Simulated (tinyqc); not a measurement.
Errors against cell size: correction of a charged-defect supercell by a model charge and potential alignment (plane-averaged potentials). Computed by tinyqc, a small Python program. Command: `OMP_NUM_THREADS=1 python tinyqc.py 3113621 3113622 out.jsonl align walk`. One thread of a shared host (Intel(R) Xeon(R) Processor @ 2.30GHz), about 0.01 s of CPU time with the checks.

The "true" defect charge is (1 - x) q in a Gaussian of width sigma plus x q in one of width sigma_t, so the exact answer is known; the correction sees only a single model Gaussian of width sigma_m. A Gaussian of width s has the transform rho(G) = exp(-G^2 s^2/2), normalised to 1. A uniform background cancels q, so G = 0 is left out. Potentials are those felt by a unit positive charge. E_0 is the formation energy of the isolated defect, E_cell its value in the supercell, E_lat = E_iso - E_per of the model charge, C the true less the model potential far from the defect; the exact correction is E_0 - E_cell, and the error of a scheme is E_cell plus its correction less E_0.

Inputs (values chosen for the exercise, with screening close to that of diamond):
```
quantity                               value      unit
defect charge q                            3         e
dielectric constant eps                 5.51         -
edge of the cubic cell L                17.9  angstrom
width sigma of the true defect charge    1.5  angstrom
width sigma_m of the model charge        1.3  angstrom
share x of the charge in a wide tail    0.13         -
width sigma_t of the tail                2.4  angstrom
```

Constants: e^2/(4 pi eps_0) = 14.39964548 eV angstrom.

Method:
- Periodic energy E_per = (2 pi q^2/(eps L^3)) (e^2/(4 pi eps_0)) sum_(G != 0) rho(G)^2/G^2, G = (2 pi/L)(n1, n2, n3), |n_i| <= 16. Isolated energy: two Gaussians of charges q_a, q_b and widths a, b interact by q_a q_b (e^2/(4 pi eps_0 eps)) sqrt(2/pi)/sqrt(a^2 + b^2), and the self-energy is half the sum over pairs.
- Plane-averaged potential at distance z from the defect: V(z) = (4 pi q/(eps L^3)) (e^2/(4 pi eps_0 e)) sum_(m != 0) rho(G_m) cos(G_m z)/G_m^2, G_m = 2 pi m/L, |m| <= 40.
- Schemes: none; point-charge term alpha q^2 e^2/(4 pi eps_0 eps 2 L), alpha = 2.837297; E_lat of the model; E_lat - q C with C at z = L/2.

Error against E_0 (meV):
```
L (angstrom)     none  point charge  model charge  model and alignment
12.5          -2464.6        204.74        76.863               1.6862
15.2          -2081.3        113.88        42.767               0.1667
17.9          -1794.3         69.73        26.187               0.0132
21.5          -1511.7         40.24        15.112               0.0003
26.8          -1224.3         20.78         7.803               0.0000
```

Between the last two rows the uncorrected error scales as L^-0.96 and the point-charge remainder as L^-3.00. With alignment the error is +1.7 meV in the smallest cell and 0.00 meV in the largest.

Extremes, crossings and ranges named in words are read from the listed rows.
